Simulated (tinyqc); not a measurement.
Inside a calculation (part 1 of 3). Method: UHF in the 6-31g basis, for H4, spin multiplicity 3. Computed by tinyqc, a small Python program that keeps every step (integrals from PySCF). Settings: charge = 0, multiplicity = 3, basis = 6-31g, energy threshold = 1e-08, iteration cap = 51, orthogonalisation = canonical, start = highest core orbitals, DIIS depth = 6, damping = 0.5, method = UHF. Command: `OMP_NUM_THREADS=1 python tinyqc.py 21253 21254 out.jsonl` (the two numbers bound the seeds that draw the settings). One thread of a shared host (Intel(R) Xeon(R) Processor @ 2.60GHz), about 0.2 s of CPU time with the checks. Later iterations appear only in the table of the cycle.

## One-electron integrals

Geometry (angstrom):
```
atom,x,y,z
H,0.000000,0.000000,0.000000
H,0.000000,0.000000,1.449000
H,0.000000,0.000000,2.274000
H,0.000000,0.000000,3.723000
```

Basis 6-31g: exponents (1/bohr^2) and contraction coefficients of normalised primitives:
```
element,l (shell),exponent,coefficient
H,s (1),18.731137,0.033495
H,s (1),2.825394,0.234727
H,s (1),0.640122,0.813757
H,s (2),0.161278,1.000000
```

Overlap, kinetic and nuclear-attraction integrals over the contracted functions; the nuclear repulsion is the sum of Za Zb / Rab.

nuclear repulsion = 1.97938287 hartree

overlap S, lower triangle:
```
,1H 1s,1H 2s,2H 1s,2H 2s,3H 1s,3H 2s,4H 1s,4H 2s
1H 1s,1.000000
1H 2s,0.658292,1.000000
2H 1s,0.065421,0.245940,1.000000
2H 2s,0.245940,0.546285,0.658292,1.000000
3H 1s,0.001813,0.058542,0.382044,0.478258,1.000000
3H 2s,0.058542,0.225576,0.478258,0.822014,0.658292,1.000000
4H 1s,0.000000,0.001033,0.001813,0.058542,0.065421,0.245940,1.000000
4H 2s,0.001033,0.018473,0.058542,0.225576,0.245940,0.546285,0.658292,1.000000
```

kinetic energy T (hartree), lower triangle:
```
,1H 1s,1H 2s,2H 1s,2H 2s,3H 1s,3H 2s,4H 1s,4H 2s
1H 1s,1.395678
1H 2s,0.259735,0.241917
2H 1s,-0.048226,0.033153,1.395678
2H 2s,0.033153,0.078887,0.259735,0.241917
3H 1s,-0.005215,-0.014037,0.148137,0.148246,1.395678
3H 2s,-0.014037,0.000397,0.148246,0.172875,0.259735,0.241917
4H 1s,-0.000001,-0.001320,-0.005215,-0.014037,-0.048226,0.033153,1.395678
4H 2s,-0.001320,-0.007423,-0.014037,0.000397,0.033153,0.078887,0.259735,0.241917
```

nuclear attraction V (hartree), lower triangle:
```
,1H 1s,1H 2s,2H 1s,2H 2s,3H 1s,3H 2s,4H 1s,4H 2s
1H 1s,-2.393275
1H 2s,-1.229366,-1.370595
2H 1s,-0.130711,-0.534758,-2.887202
2H 2s,-0.467905,-0.860854,-1.539894,-1.734864
3H 1s,-0.004076,-0.139097,-1.050365,-1.140208,-2.887202
3H 2s,-0.110452,-0.377743,-1.140208,-1.453759,-1.539894,-1.734864
4H 1s,0.000000,-0.001954,-0.004076,-0.110452,-0.130711,-0.467905,-2.393275
4H 2s,-0.001954,-0.032671,-0.139097,-0.377743,-0.534758,-0.860854,-1.229366,-1.370595
```

core Hamiltonian H = T + V (hartree), lower triangle:
```
,1H 1s,1H 2s,2H 1s,2H 2s,3H 1s,3H 2s,4H 1s,4H 2s
1H 1s,-0.997596
1H 2s,-0.969631,-1.128678
2H 1s,-0.178937,-0.501604,-1.491524
2H 2s,-0.434752,-0.781968,-1.280159,-1.492947
3H 1s,-0.009291,-0.153134,-0.902228,-0.991963,-1.491524
3H 2s,-0.124488,-0.377347,-0.991963,-1.280884,-1.280159,-1.492947
4H 1s,-0.000001,-0.003274,-0.009291,-0.124488,-0.178937,-0.434752,-0.997596
4H 2s,-0.003274,-0.040093,-0.153134,-0.377347,-0.501604,-0.781968,-0.969631,-1.128678
```

## Two-electron integrals

Functions are numbered as in S; the eight-fold symmetry (ij|kl) = (ji|kl) = (kl|ij) leaves the list below.

Two-electron integrals (ij|kl) in chemists' order, unique and non-zero (hartree):
```
i,j,k,l,(ij|kl)
1,1,1,1,1.076566
2,1,1,1,0.578470
2,1,2,1,0.329423
2,2,1,1,0.587396
2,2,2,1,0.361304
2,2,2,2,0.453150
3,1,1,1,0.043701
3,1,2,1,0.026591
3,1,2,2,0.032279
3,1,3,1,0.003853
3,2,1,1,0.108341
3,2,2,1,0.069805
3,2,2,2,0.096297
3,2,3,1,0.011555
3,2,3,2,0.045207
3,3,1,1,0.364865
3,3,2,1,0.239362
3,3,2,2,0.349009
3,3,3,1,0.043701
3,3,3,2,0.204308
3,3,3,3,1.076566
4,1,1,1,0.204308
4,1,2,1,0.117852
4,1,2,2,0.131927
4,1,3,1,0.011555
4,1,3,2,0.031149
4,1,3,3,0.108341
4,1,4,1,0.045207
4,2,1,1,0.273799
4,2,2,1,0.171614
4,2,2,2,0.224712
4,2,3,1,0.020462
4,2,3,2,0.069352
4,2,3,3,0.273799
4,2,4,1,0.069352
4,2,4,2,0.135232
4,3,1,1,0.239362
4,3,2,1,0.156420
4,3,2,2,0.225919
4,3,3,1,0.026591
4,3,3,2,0.117852
4,3,3,3,0.578470
4,3,4,1,0.069805
4,3,4,2,0.171614
4,3,4,3,0.329423
4,4,1,1,0.349009
4,4,2,1,0.225919
4,4,2,2,0.321409
4,4,3,1,0.032279
4,4,3,2,0.131927
4,4,3,3,0.587396
4,4,4,1,0.096297
4,4,4,2,0.224712
4,4,4,3,0.361304
4,4,4,4,0.453150
5,1,1,1,0.000837
5,1,2,1,0.000540
5,1,2,2,0.000740
5,1,3,1,0.000095
5,1,3,2,0.000362
5,1,3,3,0.001616
5,1,4,1,0.000245
5,1,4,2,0.000539
5,1,4,3,0.000922
5,1,4,4,0.001007
5,1,5,1,2.95e-06
5,2,1,1,0.016847
5,2,2,1,0.011075
5,2,2,2,0.016538
5,2,3,1,0.001770
5,2,3,2,0.008676
5,2,3,3,0.044632
5,2,4,1,0.004829
5,2,4,2,0.012871
5,2,4,3,0.026402
5,2,4,4,0.030533
5,2,5,1,0.000065
5,2,5,2,0.002515
5,3,1,1,0.109050
5,3,2,1,0.071761
5,3,2,2,0.107776
5,3,3,1,0.011744
5,3,3,2,0.060737
5,3,3,3,0.331805
5,3,4,1,0.031396
5,3,4,2,0.085781
5,3,4,3,0.190229
5,3,4,4,0.209814
5,3,5,1,0.000454
5,3,5,2,0.018396
5,3,5,3,0.139206
5,4,1,1,0.119349
5,4,2,1,0.078548
5,4,2,2,0.118600
5,4,3,1,0.011860
5,4,3,2,0.059792
5,4,3,3,0.309847
5,4,4,1,0.033634
5,4,4,2,0.091971
5,4,4,3,0.189448
5,4,4,4,0.232009
5,4,5,1,0.000438
5,4,5,2,0.020074
5,4,5,3,0.146154
5,4,5,4,0.172846
5,5,1,1,0.232708
5,5,2,1,0.153188
5,5,2,2,0.232322
5,5,3,1,0.022504
5,5,3,2,0.115956
5,5,3,3,0.610629
5,5,4,1,0.065027
5,5,4,2,0.180671
5,5,4,3,0.381719
5,5,4,4,0.480129
5,5,5,1,0.000837
5,5,5,2,0.044927
5,5,5,3,0.331805
5,5,5,4,0.412613
5,5,5,5,1.076566
6,1,1,1,0.044927
6,1,2,1,0.026371
6,1,2,2,0.030371
6,1,3,1,0.002918
6,1,3,2,0.008180
6,1,3,3,0.029147
6,1,4,1,0.010526
6,1,4,2,0.016997
6,1,4,3,0.018520
6,1,4,4,0.024663
6,1,5,1,0.000065
6,1,5,2,0.001271
6,1,5,3,0.008302
6,1,5,4,0.008759
6,1,5,5,0.016847
6,1,6,1,0.002515
6,2,1,1,0.092991
6,2,2,1,0.059432
6,2,2,2,0.081642
6,2,3,1,0.008035
6,2,3,2,0.030320
6,2,3,3,0.128442
6,2,4,1,0.024970
6,2,4,2,0.054069
6,2,4,3,0.079311
6,2,4,4,0.100341
6,2,5,1,0.000234
6,2,5,2,0.006304
6,2,5,3,0.042802
6,2,5,4,0.046250
6,2,5,5,0.092991
6,2,6,1,0.006304
6,2,6,2,0.023058
6,3,1,1,0.157832
6,3,2,1,0.103527
6,3,2,2,0.152133
6,3,3,1,0.017393
6,3,3,2,0.081384
6,3,3,3,0.412613
6,3,4,1,0.045890
6,3,4,2,0.117571
6,3,4,3,0.235971
6,3,4,4,0.260551
6,3,5,1,0.000627
6,3,5,2,0.020066
6,3,5,3,0.146154
6,3,5,4,0.148923
6,3,5,5,0.309847
6,3,6,1,0.012170
6,3,6,2,0.055787
6,3,6,3,0.172846
6,4,1,1,0.231366
6,4,2,1,0.151377
6,4,2,2,0.222991
6,4,3,1,0.022029
6,4,3,2,0.097882
6,4,3,3,0.457519
6,4,4,1,0.064577
6,4,4,2,0.162525
6,4,4,3,0.283299
6,4,4,4,0.360678
6,4,5,1,0.000734
6,4,5,2,0.026211
6,4,5,3,0.181573
6,4,5,4,0.211341
6,4,5,5,0.457519
6,4,6,1,0.016654
6,4,6,2,0.076275
6,4,6,3,0.211341
6,4,6,4,0.306197
6,5,1,1,0.153188
6,5,2,1,0.100834
6,5,2,2,0.152687
6,5,3,1,0.014767
6,5,3,2,0.074276
6,5,3,3,0.381719
6,5,4,1,0.042784
6,5,4,2,0.117337
6,5,4,3,0.237916
6,5,4,4,0.302345
6,5,5,1,0.000540
6,5,5,2,0.026371
6,5,5,3,0.190229
6,5,5,4,0.235971
6,5,5,5,0.578470
6,5,6,1,0.011075
6,5,6,2,0.059432
6,5,6,3,0.189448
6,5,6,4,0.283299
6,5,6,5,0.329423
6,6,1,1,0.232322
6,6,2,1,0.152687
6,6,2,2,0.229295
6,6,3,1,0.021640
6,6,3,2,0.100489
6,6,3,3,0.480129
6,6,4,1,0.064370
6,6,4,2,0.168596
6,6,4,3,0.302345
6,6,4,4,0.400299
6,6,5,1,0.000740
6,6,5,2,0.030371
6,6,5,3,0.209814
6,6,5,4,0.260551
6,6,5,5,0.587396
6,6,6,1,0.016538
6,6,6,2,0.081642
6,6,6,3,0.232009
6,6,6,4,0.360678
6,6,6,5,0.361304
6,6,6,6,0.453150
7,1,1,1,2.48e-08
7,1,2,1,1.63e-08
7,1,2,2,2.45e-08
7,1,3,2,1.36e-08
7,1,3,3,7.34e-08
7,1,4,1,7.13e-09
7,1,4,2,1.95e-08
7,1,4,3,4.25e-08
7,1,4,4,4.75e-08
7,1,5,3,3.09e-08
7,1,5,4,3.27e-08
7,1,5,5,7.34e-08
7,1,6,2,9.69e-09
7,1,6,3,3.27e-08
7,1,6,4,4.11e-08
7,1,6,5,4.25e-08
7,1,6,6,4.75e-08
7,2,1,1,0.000183
7,2,2,1,0.000120
7,2,2,2,0.000183
7,2,3,1,0.000016
7,2,3,2,0.000074
7,2,3,3,0.000354
7,2,4,1,0.000049
7,2,4,2,0.000131
7,2,4,3,0.000232
7,2,4,4,0.000337
7,2,5,1,5.35e-07
7,2,5,2,0.000027
7,2,5,3,0.000181
7,2,5,4,0.000261
7,2,5,5,0.000642
7,2,6,1,0.000013
7,2,6,2,0.000065
7,2,6,3,0.000185
7,2,6,4,0.000339
7,2,6,5,0.000394
7,2,6,6,0.000489
7,2,7,2,7.64e-07
7,3,1,1,0.000371
7,3,2,1,0.000244
7,3,2,2,0.000371
7,3,3,1,0.000034
7,3,3,2,0.000167
7,3,3,3,0.000837
7,3,4,1,0.000102
7,3,4,2,0.000279
7,3,4,3,0.000540
7,3,4,4,0.000740
7,3,5,1,1.20e-06
7,3,5,2,0.000065
7,3,5,3,0.000454
7,3,5,4,0.000627
7,3,5,5,0.001616
7,3,6,1,0.000026
7,3,6,2,0.000142
7,3,6,3,0.000438
7,3,6,4,0.000734
7,3,6,5,0.000922
7,3,6,6,0.001007
7,3,7,2,1.35e-06
7,3,7,3,2.95e-06
7,4,1,1,0.009420
7,4,2,1,0.006201
7,4,2,2,0.009420
7,4,3,1,0.000793
7,4,3,2,0.003614
7,4,3,3,0.016847
7,4,4,1,0.002526
7,4,4,2,0.006595
7,4,4,3,0.011075
7,4,4,4,0.016538
7,4,5,1,0.000026
7,4,5,2,0.001244
7,4,5,3,0.008302
7,4,5,4,0.012170
7,4,5,5,0.029147
7,4,6,1,0.000636
7,4,6,2,0.003230
7,4,6,3,0.008759
7,4,6,4,0.016654
7,4,6,5,0.018520
7,4,6,6,0.024663
7,4,7,2,0.000042
7,4,7,3,0.000065
7,4,7,4,0.002515
7,5,1,1,0.011569
7,5,2,1,0.007615
7,5,2,2,0.011568
7,5,3,1,0.001003
7,5,3,2,0.004707
7,5,3,3,0.022504
7,5,4,1,0.003131
7,5,4,2,0.008327
7,5,4,3,0.014767
7,5,4,4,0.021640
7,5,5,1,0.000034
7,5,5,2,0.001736
7,5,5,3,0.011744
7,5,5,4,0.017393
7,5,5,5,0.043701
7,5,6,1,0.000793
7,5,6,2,0.004163
7,5,6,3,0.011860
7,5,6,4,0.022029
7,5,6,5,0.026591
7,5,6,6,0.032279
7,5,7,2,0.000054
7,5,7,3,0.000095
7,5,7,4,0.002918
7,5,7,5,0.003853
7,6,1,1,0.037714
7,6,2,1,0.024827
7,6,2,2,0.037713
7,6,3,1,0.003131
7,6,3,2,0.014096
7,6,3,3,0.065027
7,6,4,1,0.010070
7,6,4,2,0.026067
7,6,4,3,0.042784
7,6,4,4,0.064370
7,6,5,1,0.000102
7,6,5,2,0.004729
7,6,5,3,0.031396
7,6,5,4,0.045890
7,6,5,5,0.108341
7,6,6,1,0.002526
7,6,6,2,0.012652
7,6,6,3,0.033634
7,6,6,4,0.064577
7,6,6,5,0.069805
7,6,6,6,0.096297
7,6,7,1,7.13e-09
7,6,7,2,0.000168
7,6,7,3,0.000245
7,6,7,4,0.010526
7,6,7,5,0.011555
7,6,7,6,0.045207
7,7,1,1,0.142137
7,7,2,1,0.093568
7,7,2,2,0.142137
7,7,3,1,0.011569
7,7,3,2,0.051172
7,7,3,3,0.232708
7,7,4,1,0.037714
7,7,4,2,0.096405
7,7,4,3,0.153188
7,7,4,4,0.232322
7,7,5,1,0.000371
7,7,5,2,0.016508
7,7,5,3,0.109050
7,7,5,4,0.157832
7,7,5,5,0.364865
7,7,6,1,0.009420
7,7,6,2,0.046144
7,7,6,3,0.119349
7,7,6,4,0.231366
7,7,6,5,0.239362
7,7,6,6,0.349009
7,7,7,1,2.48e-08
7,7,7,2,0.000648
7,7,7,3,0.000837
7,7,7,4,0.044927
7,7,7,5,0.043701
7,7,7,6,0.204308
7,7,7,7,1.076566
8,1,1,1,0.000648
8,1,2,1,0.000396
8,1,2,2,0.000489
8,1,3,1,0.000054
8,1,3,2,0.000167
8,1,3,3,0.000642
8,1,4,1,0.000168
8,1,4,2,0.000305
8,1,4,3,0.000394
8,1,4,4,0.000489
8,1,5,1,1.35e-06
8,1,5,2,0.000027
8,1,5,3,0.000181
8,1,5,4,0.000185
8,1,5,5,0.000354
8,1,6,1,0.000042
8,1,6,2,0.000121
8,1,6,3,0.000261
8,1,6,4,0.000339
8,1,6,5,0.000232
8,1,6,6,0.000337
8,1,7,2,2.50e-07
8,1,7,3,5.35e-07
8,1,7,4,0.000013
8,1,7,5,0.000016
8,1,7,6,0.000049
8,1,7,7,0.000183
8,1,8,1,7.64e-07
8,2,1,1,0.005200
8,2,2,1,0.003402
8,2,2,2,0.005011
8,2,3,1,0.000495
8,2,3,2,0.002200
8,2,3,3,0.010282
8,2,4,1,0.001451
8,2,4,2,0.003652
8,2,4,3,0.006367
8,2,4,4,0.008106
8,2,5,1,0.000016
8,2,5,2,0.000589
8,2,5,3,0.004081
8,2,5,4,0.004749
8,2,5,5,0.010282
8,2,6,1,0.000374
8,2,6,2,0.001714
8,2,6,3,0.004749
8,2,6,4,0.006881
8,2,6,5,0.006367
8,2,6,6,0.008106
8,2,7,2,0.000008
8,2,7,3,0.000016
8,2,7,4,0.000374
8,2,7,5,0.000495
8,2,7,6,0.001451
8,2,7,7,0.005200
8,2,8,1,0.000008
8,2,8,2,0.000155
8,3,1,1,0.016508
8,3,2,1,0.010858
8,3,2,2,0.016258
8,3,3,1,0.001736
8,3,3,2,0.008619
8,3,3,3,0.044927
8,3,4,1,0.004729
8,3,4,2,0.012693
8,3,4,3,0.026371
8,3,4,4,0.030371
8,3,5,1,0.000065
8,3,5,2,0.002512
8,3,5,3,0.018396
8,3,5,4,0.020066
8,3,5,5,0.044632
8,3,6,1,0.001244
8,3,6,2,0.006245
8,3,6,3,0.020074
8,3,6,4,0.026211
8,3,6,5,0.026402
8,3,6,6,0.030533
8,3,7,2,0.000027
8,3,7,3,0.000065
8,3,7,4,0.001271
8,3,7,5,0.001770
8,3,7,6,0.004829
8,3,7,7,0.016847
8,3,8,1,0.000027
8,3,8,2,0.000589
8,3,8,3,0.002515
8,4,1,1,0.046144
8,4,2,1,0.030361
8,4,2,2,0.045906
8,4,3,1,0.004163
8,4,3,2,0.019467
8,4,3,3,0.092991
8,4,4,1,0.012652
8,4,4,2,0.033429
8,4,4,3,0.059432
8,4,4,4,0.081642
8,4,5,1,0.000142
8,4,5,2,0.006245
8,4,5,3,0.042802
8,4,5,4,0.055787
8,4,5,5,0.128442
8,4,6,1,0.003230
8,4,6,2,0.016355
8,4,6,3,0.046250
8,4,6,4,0.076275
8,4,6,5,0.079311
8,4,6,6,0.100341
8,4,7,1,9.69e-09
8,4,7,2,0.000121
8,4,7,3,0.000234
8,4,7,4,0.006304
8,4,7,5,0.008035
8,4,7,6,0.024970
8,4,7,7,0.092991
8,4,8,1,0.000065
8,4,8,2,0.001714
8,4,8,3,0.006304
8,4,8,4,0.023058
8,5,1,1,0.051172
8,5,2,1,0.033686
8,5,2,2,0.051122
8,5,3,1,0.004707
8,5,3,2,0.023161
8,5,3,3,0.115956
8,5,4,1,0.014096
8,5,4,2,0.038388
8,5,4,3,0.074276
8,5,4,4,0.100489
8,5,5,1,0.000167
8,5,5,2,0.008619
8,5,5,3,0.060737
8,5,5,4,0.081384
8,5,5,5,0.204308
8,5,6,1,0.003614
8,5,6,2,0.019467
8,5,6,3,0.059792
8,5,6,4,0.097882
8,5,6,5,0.117852
8,5,6,6,0.131927
8,5,7,1,1.36e-08
8,5,7,2,0.000167
8,5,7,3,0.000362
8,5,7,4,0.008180
8,5,7,5,0.011555
8,5,7,6,0.031149
8,5,7,7,0.108341
8,5,8,1,0.000074
8,5,8,2,0.002200
8,5,8,3,0.008676
8,5,8,4,0.030320
8,5,8,5,0.045207
8,6,1,1,0.096405
8,6,2,1,0.063458
8,6,2,2,0.096284
8,6,3,1,0.008327
8,6,3,2,0.038388
8,6,3,3,0.180671
8,6,4,1,0.026067
8,6,4,2,0.068428
8,6,4,3,0.117337
8,6,4,4,0.168596
8,6,5,1,0.000279
8,6,5,2,0.012693
8,6,5,3,0.085781
8,6,5,4,0.117571
8,6,5,5,0.273799
8,6,6,1,0.006595
8,6,6,2,0.033429
8,6,6,3,0.091971
8,6,6,4,0.162525
8,6,6,5,0.171614
8,6,6,6,0.224712
8,6,7,1,1.95e-08
8,6,7,2,0.000305
8,6,7,3,0.000539
8,6,7,4,0.016997
8,6,7,5,0.020462
8,6,7,6,0.069352
8,6,7,7,0.273799
8,6,8,1,0.000131
8,6,8,2,0.003652
8,6,8,3,0.012871
8,6,8,4,0.054069
8,6,8,5,0.069352
8,6,8,6,0.135232
8,7,1,1,0.093568
8,7,2,1,0.061595
8,7,2,2,0.093568
8,7,3,1,0.007615
8,7,3,2,0.033686
8,7,3,3,0.153188
8,7,4,1,0.024827
8,7,4,2,0.063458
8,7,4,3,0.100834
8,7,4,4,0.152687
8,7,5,1,0.000244
8,7,5,2,0.010858
8,7,5,3,0.071761
8,7,5,4,0.103527
8,7,5,5,0.239362
8,7,6,1,0.006201
8,7,6,2,0.030361
8,7,6,3,0.078548
8,7,6,4,0.151377
8,7,6,5,0.156420
8,7,6,6,0.225919
8,7,7,1,1.63e-08
8,7,7,2,0.000396
8,7,7,3,0.000540
8,7,7,4,0.026371
8,7,7,5,0.026591
8,7,7,6,0.117852
8,7,7,7,0.578470
8,7,8,1,0.000120
8,7,8,2,0.003402
8,7,8,3,0.011075
8,7,8,4,0.059432
8,7,8,5,0.069805
8,7,8,6,0.171614
8,7,8,7,0.329423
8,8,1,1,0.142137
8,8,2,1,0.093568
8,8,2,2,0.142128
8,8,3,1,0.011568
8,8,3,2,0.051122
8,8,3,3,0.232322
8,8,4,1,0.037713
8,8,4,2,0.096284
8,8,4,3,0.152687
8,8,4,4,0.229295
8,8,5,1,0.000371
8,8,5,2,0.016258
8,8,5,3,0.107776
8,8,5,4,0.152133
8,8,5,5,0.349009
8,8,6,1,0.009420
8,8,6,2,0.045906
8,8,6,3,0.118600
8,8,6,4,0.222991
8,8,6,5,0.225919
8,8,6,6,0.321409
8,8,7,1,2.45e-08
8,8,7,2,0.000489
8,8,7,3,0.000740
8,8,7,4,0.030371
8,8,7,5,0.032279
8,8,7,6,0.131927
8,8,7,7,0.587396
8,8,8,1,0.000183
8,8,8,2,0.005011
8,8,8,3,0.016538
8,8,8,4,0.081642
8,8,8,5,0.096297
8,8,8,6,0.224712
8,8,8,7,0.361304
8,8,8,8,0.453150
```

## Orthogonalisation

S = U s U^T; canonical form X = U s^(-1/2), so that X^T S X = 1. Each column of U has its largest component positive (the first on a tie).

eigenvalues of S: 0.042409  0.222248  0.315288  0.441850  0.648117  1.368967  1.771654  3.189467

X:
```
,1,2,3,4,5,6,7,8
1H 1s,0.146839,-0.657842,-0.804259,0.551737,-0.346122,0.420074,0.350383,0.093268
1H 2s,-1.059538,1.055702,0.822531,-0.296945,0.053418,0.312562,0.365929,0.157979
2H 1s,-0.670100,0.452397,-0.466374,0.684847,0.780897,-0.282820,0.098412,0.207842
2H 2s,3.193227,-0.705557,0.212037,-0.519616,0.197512,-0.105331,0.125958,0.282686
3H 1s,0.670100,0.452397,0.466374,0.684847,-0.780897,-0.282820,-0.098412,0.207842
3H 2s,-3.193227,-0.705557,-0.212037,-0.519616,-0.197512,-0.105331,-0.125958,0.282686
4H 1s,-0.146839,-0.657842,0.804259,0.551737,0.346122,0.420074,-0.350383,0.093268
4H 2s,1.059538,1.055702,-0.822531,-0.296945,-0.053418,0.312562,-0.365929,0.157979
```

## Starting guess

The start is the highest orbitals of the core Hamiltonian (a deliberately bad start); D(s) = C_occ C_occ^T for each spin.

D(alpha) at the start, lower triangle:
```
,1H 1s,1H 2s,2H 1s,2H 2s,3H 1s,3H 2s,4H 1s,4H 2s
1H 1s,1.520003
1H 2s,-1.813186,2.689579
2H 1s,-0.018670,0.758283,1.058258
2H 2s,0.763705,-2.955081,-2.845664,8.331188
3H 1s,-0.224748,-0.466387,-1.019130,2.740909,1.058258
3H 2s,-0.112018,2.173607,2.740909,-8.050734,-2.845664,8.331188
4H 1s,-0.005688,-0.002713,-0.224748,-0.112018,-0.018670,0.763705,1.520003
4H 2s,-0.002713,-0.512034,-0.466387,2.173607,0.758283,-2.955081,-1.813186,2.689579
```

D(beta) at the start, lower triangle:
```
,1H 1s,1H 2s,2H 1s,2H 2s,3H 1s,3H 2s,4H 1s,4H 2s
1H 1s,0.757157
1H 2s,-0.907949,1.088773
2H 1s,-0.121709,0.145948,0.019564
2H 2s,0.325843,-0.390737,-0.052378,0.140227
3H 1s,-0.121709,0.145948,0.019564,-0.052378,0.019564
3H 2s,0.325843,-0.390737,-0.052378,0.140227,-0.052378,0.140227
4H 1s,0.757157,-0.907949,-0.121709,0.325843,-0.121709,0.325843,0.757157
4H 2s,-0.907949,1.088773,0.145948,-0.390737,0.145948,-0.390737,-0.907949,1.088773
```

## Iteration 1: building the Fock matrix

J_ij = sum D_kl (ij|kl) with D = D(alpha) + D(beta), K_ij = sum D_kl (ik|jl) for each spin; F = H + J - K(s); E = tr D H + tr D J / 2 - 0.5 sum_s tr D(s) K(s) + E_nn.

Coulomb J (hartree), lower triangle:
```
,1H 1s,1H 2s,2H 1s,2H 2s,3H 1s,3H 2s,4H 1s,4H 2s
1H 1s,1.604399
1H 2s,0.938913,1.175178
2H 1s,0.089671,0.316530,1.357870
2H 2s,0.348400,0.647807,0.844494,1.158359
3H 1s,0.002386,0.074618,0.509783,0.612377,1.357870
3H 2s,0.081227,0.263619,0.612377,0.947946,0.844494,1.158359
4H 1s,0.000000,0.001370,0.002386,0.081227,0.089671,0.348400,1.604399
4H 2s,0.001370,0.021303,0.074618,0.263619,0.316530,0.647807,0.938913,1.175178
```

exchange K(alpha) (hartree), lower triangle:
```
,1H 1s,1H 2s,2H 1s,2H 2s,3H 1s,3H 2s,4H 1s,4H 2s
1H 1s,0.365786
1H 2s,0.048744,0.094974
2H 1s,0.001302,0.008518,0.181555
2H 2s,0.022200,0.030148,0.037086,0.036881
3H 1s,-0.002765,0.008072,-0.005500,0.035800,0.181555
3H 2s,0.006997,0.005752,0.035800,0.024360,0.037086,0.036881
4H 1s,-0.000651,0.001218,-0.002765,0.006997,0.001302,0.022200,0.365786
4H 2s,0.001218,-0.001593,0.008072,0.005752,0.008518,0.030148,0.048744,0.094974
```

exchange K(beta) (hartree), lower triangle:
```
,1H 1s,1H 2s,2H 1s,2H 2s,3H 1s,3H 2s,4H 1s,4H 2s
1H 1s,0.177861
1H 2s,0.021131,0.038770
2H 1s,-0.002361,0.002240,0.002808
2H 2s,0.011681,0.008068,0.001242,0.003846
3H 1s,-0.001780,0.001036,0.000971,0.000650,0.002808
3H 2s,0.002416,0.001479,0.000650,0.002098,0.001242,0.003846
4H 1s,0.012323,-0.008133,-0.001780,0.002416,-0.002361,0.011681,0.177861
4H 2s,-0.008133,0.005832,0.001036,0.001479,0.002240,0.008068,0.021131,0.038770
```

F(alpha) (hartree), lower triangle:
```
,1H 1s,1H 2s,2H 1s,2H 2s,3H 1s,3H 2s,4H 1s,4H 2s
1H 1s,0.241017
1H 2s,-0.079462,-0.048475
2H 1s,-0.090568,-0.193592,-0.315209
2H 2s,-0.108553,-0.164309,-0.472751,-0.371469
3H 1s,-0.004140,-0.086588,-0.386945,-0.415386,-0.315209
3H 2s,-0.050259,-0.119480,-0.415386,-0.357298,-0.472751,-0.371469
4H 1s,0.000650,-0.003123,-0.004140,-0.050259,-0.090568,-0.108553,0.241017
4H 2s,-0.003123,-0.017197,-0.086588,-0.119480,-0.193592,-0.164309,-0.079462,-0.048475
```

F(beta) (hartree), lower triangle:
```
,1H 1s,1H 2s,2H 1s,2H 2s,3H 1s,3H 2s,4H 1s,4H 2s
1H 1s,0.428942
1H 2s,-0.051849,0.007729
2H 1s,-0.086904,-0.187314,-0.136462
2H 2s,-0.098033,-0.142229,-0.436908,-0.338434
3H 1s,-0.005125,-0.079552,-0.393416,-0.380235,-0.136462
3H 2s,-0.045677,-0.115207,-0.380235,-0.335036,-0.436908,-0.338434
4H 1s,-0.012324,0.006228,-0.005125,-0.045677,-0.086904,-0.098033,0.428942
4H 2s,0.006228,-0.024622,-0.079552,-0.115207,-0.187314,-0.142229,-0.051849,0.007729
```

total energy of this density = 2.99380756 hartree

This density is the starting one.
